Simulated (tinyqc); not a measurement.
# Space-charge-limited current through a thin insulating or semi-insulating film with traps, step by step

A worked calculation. Computed by tinyqc, a small Python program that keeps every step. Command: `OMP_NUM_THREADS=1 python tinyqc.py 3011844 3011845 out.jsonl sclc walk`. One thread of a shared host (Intel(R) Xeon(R) Processor @ 2.30GHz), about 0.01 s of CPU time with the checks. Intermediate numbers are printed to about 5 digits and carried at full precision; extremes and crossings named in words are read from the listed rows.

One ohmic injecting contact at x = 0 (field zero), drift only, non-degenerate free carriers.

Inputs (values chosen for the exercise, modelled on Si3N4):
```
quantity,value,unit
permittivity eps,7.5,-
band mobility mu,0.13,cm^2/(V s)
effective density of states N_c,9.2e+19,1/cm^3
trap density N_t,2.8e+18,1/cm^3
"equilibrium Fermi level below the band edge, E_0",0.64,eV
thickness d,85,nm
"free density at the anode, in units of N_c",0.00014,-
temperature T,300,K
trap level E_t below the band edge,0.29,eV
```

Traps: single level.

Constants: k_B = 8.617333262e-05 eV/K; e = 1.602176634e-19 C; eps_0 = 8.8541878128e-12 F/m.

## Equilibrium and landmark voltages

Free density n_0 = N_c exp(-E_0/k_B T) in equilibrium; trapped density n_t(n) = N_t/(1 + n_1/n), n_1 = N_c exp(-E_t/k_B T). theta = n/(n + n_t) at the anode density; trap-filled-limit voltage V_TFL = e (N_t - n_t(n_0)) d^2/(2 eps eps_0).

n_0 = 1.6303e+09 1/cm^3

n_t(n_0) = 3.6933e+12 1/cm^3

theta = 0.0050161

V_TFL = 24.404 V

## One point of the curve

J = e mu n F and (eps eps_0/e) dF/dx = n - n_0 + n_t(n) - n_t(n_0) = rho(n). With F = J/(e mu n): d = (eps eps_0 J/(e^2 mu)) I_1 and V = (eps eps_0 J^2/(e^3 mu^2)) I_2, I_k = int_(n_L)^infinity dn/(n^(k+1) rho(n)), n_L the density at the anode; with u = n_L/n, 200 Gauss-Legendre points in t, u = 1 - (1 - t)^2. Anode field J/(e mu n_L); Mott-Gurney current (9/8) eps eps_0 mu V^2/d^3; ohmic current e n_0 mu V/d.

I_1 = 2.8348e-35 cm^6

I_2 = 1.1347e-51 cm^9

current density J = 1506.8 A/cm^2

voltage V = 24.613 V

anode field over mean field V/d = 1.9397

trap-free Mott-Gurney current = 95804 A/cm^2

ohmic current = 9.8325e-05 A/cm^2

J is 0.0157 times the trap-free law and 1.53e7 times the ohmic current; theta is 0.00502. The field ratio is 1 for ohmic flow, 3/2 for the square law and 2 for a uniform fixed charge; here 1.94.

## The whole curve

The last column is d ln J/d ln V up to the next row.

Current against voltage:
```
n_L (1/cm^3),V (V),J (A/cm^2),slope
1.70e+09,2.2890e-05,1.1513e-10,1.675
1.30e+10,6.3392e-04,2.9955e-08,1.973
1.00e+11,5.2165e-03,1.9148e-06,1.997
7.70e+11,4.0449e-02,1.1449e-04,2.006
5.90e+12,3.0708e-01,6.6750e-03,2.046
4.50e+13,2.1722e+00,3.6547e-01,2.334
3.50e+14,1.0716e+01,1.5151e+01,4.160
2.70e+15,2.1310e+01,2.6443e+02,12.804
2.00e+16,2.5320e+01,2.4047e+03,10.006
1.60e+17,3.1712e+01,2.2878e+04,3.922
1.20e+18,6.0937e+01,2.9641e+05,2.387
9.20e+18,2.5064e+02,8.6655e+06,-
```

The slope starts at 1.67, peaks at 12.8 between 21.3 and 25.3 V and ends at 2.39. Rows below 0.26 V (10 k_B T/e) are formal, since diffusion from the contact rules there. Self-heating is left out, although J V exceeds 1e5 W/cm^2 at the last row. Rows above 25.5 V are formal, since the mean field exceeds 3 MV/cm and breakdown sets in. The steep part is the filling of the level near V_TFL = 24.4 V, from which N_t can be read; below it a slope near 2, where the rows show one, belongs to the square law scaled by theta.

Checks made by the program: trap-free limit against the Mott-Gurney law (relative difference 5e-08).
